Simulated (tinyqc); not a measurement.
Voltage acceleration of oxide breakdown, four models on the same data: one step of the calculation.

Field E = V/tox in MV/cm. Models: ln(t63/1 s) = a - c X with X = E (E model), -1/E (1/E model), ln V (power law, c the exponent n) or sqrt(E).

Task. Projection to use conditions. Project to Vu, multiply by exp[(Ea q/kB)(1/Tu - 1/Ts)] and by ks; ten years are 3.15576e8 s. The largest voltage for ten years solves the same relation for V.

Inputs (values chosen for the exercise):
- tox = 6.3 nm (oxide thickness)
- Vu = 3.8 V (use voltage)
- Ts = 373 K (stress temperature)
- Tu = 378 K (use temperature)
- Ea = 0.9 eV (activation energy)
- ks = 1.1e-6 (factor for area and percentile)

Constants: q = 1.602176634e-19 C, kB = 1.380649e-23 J/K. Results are converted to the units shown.

```
model           c           a
E       4.2254131   60.573621
1/E     537.00926  -35.577991
power   47.861667   106.32944
sqrt E  28.476485   108.33347
```

Give: temperature factor; lifetime; largest voltage for ten years.

Result.

temperature factor = 0.6905

```
model   lifetime (years)  largest voltage for ten years (V)
E                  41.64                              4.013
1/E              3.941e9                              4.886
power            6.461e4                              4.565
sqrt E              1140                              4.332
```

The lifetimes span 7.98 decades, from the E model (most cautious) to the 1/E model; the allowed voltage spans 4.01 to 4.89 V. 4 of the four models pass ten years at Vu. Lifetimes beyond a thousand years are formal extrapolations.

Range of the model: All four laws are empirical fits; none is established far below the stress range.

tinyqc, about 0.01 s, one thread, Intel Xeon 2.30GHz (shared host): `OMP_NUM_THREADS=1 python tinyqc.py 2070112 2070113 out.jsonl`
